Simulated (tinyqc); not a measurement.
Worked calculation: empirical pseudopotential in a few plane waves. One step of it, computed by the program tinyqc.

Question. Levels at k. Diagonalise the Hermitian matrix.

H(k) at k (eV), lower triangle (Hermitian):
```
                     +0+0+0               -1-1-1               -1-1+1               -1+1-1
+0+0+0             1.633224
-1-1-1   2.366687-0.663827i            18.429238
-1-1+1  -2.366687-0.663827i   0.000000+0.952399i            15.588121
-1+1-1  -2.366687-0.663827i   0.000000+0.952399i             0.312931             9.070265
-1+1+1  -2.366687+0.663827i            -0.312931   0.000000+0.952399i   0.000000+0.952399i
+1-1-1  -2.366687-0.663827i   0.000000+0.952399i             0.312931             0.312931
+1-1+1  -2.366687+0.663827i            -0.312931   0.000000+0.952399i             0.000000
+1+1-1  -2.366687+0.663827i            -0.312931             0.000000   0.000000+0.952399i
+1+1+1   2.366687+0.663827i             0.000000            -0.312931            -0.312931
-2+0+0   0.000000-0.952399i  -2.366687+0.663827i  -2.366687-0.663827i  -2.366687-0.663827i
+0-2+0   0.000000-0.952399i  -2.366687+0.663827i  -2.366687-0.663827i             0.481034
+0+0-2   0.000000-0.952399i  -2.366687+0.663827i             0.481034  -2.366687-0.663827i
+0+0+2   0.000000+0.952399i            -0.481034   2.366687+0.663827i            -0.481034
+0+2+0   0.000000+0.952399i            -0.481034            -0.481034   2.366687+0.663827i
+2+0+0   0.000000+0.952399i            -0.481034            -0.481034            -0.481034

                     -1+1+1               +1-1-1               +1-1+1               +1+1-1
-1+1+1             6.229148
+1-1-1             0.000000            22.105977
+1-1+1             0.312931   0.000000+0.952399i            19.264860
+1+1-1             0.312931   0.000000+0.952399i             0.312931            12.747004
+1+1+1   0.000000+0.952399i            -0.312931   0.000000+0.952399i   0.000000+0.952399i
-2+0+0   2.366687-0.663827i             0.481034            -0.481034            -0.481034
+0-2+0            -0.481034  -2.366687-0.663827i   2.366687-0.663827i            -0.481034
+0+0-2            -0.481034  -2.366687-0.663827i            -0.481034   2.366687-0.663827i
+0+0+2  -2.366687+0.663827i            -0.481034  -2.366687+0.663827i             0.481034
+0+2+0  -2.366687+0.663827i            -0.481034             0.481034  -2.366687+0.663827i
+2+0+0             0.481034   2.366687+0.663827i  -2.366687+0.663827i  -2.366687+0.663827i

                     +1+1+1     -2+0+0     +0-2+0     +0+0-2
+1+1+1             9.905888
-2+0+0            -0.481034  14.668936
+0-2+0            -0.481034   0.312931  27.704648
+0+0-2            -0.481034   0.312931   0.312931  21.186792
+0+0+2  -2.366687-0.663827i  -0.312931  -0.312931   0.000000
+0+2+0  -2.366687-0.663827i  -0.312931   0.000000  -0.312931
+2+0+0  -2.366687-0.663827i   0.000000  -0.312931  -0.312931

           +0+0+2    +0+2+0     +2+0+0
+0+0+2  15.504559
+0+2+0   0.312931  8.986703
+2+0+0   0.312931  0.312931  22.022415
```

Give: eigenvalues.

Answer.

eigenvalues (eV): -3.1230  4.0872  6.6748  7.0134  11.4825  12.8343  13.9658  14.5810  17.2225  18.1791  19.6739  22.3436  24.1062  25.5144  30.4921
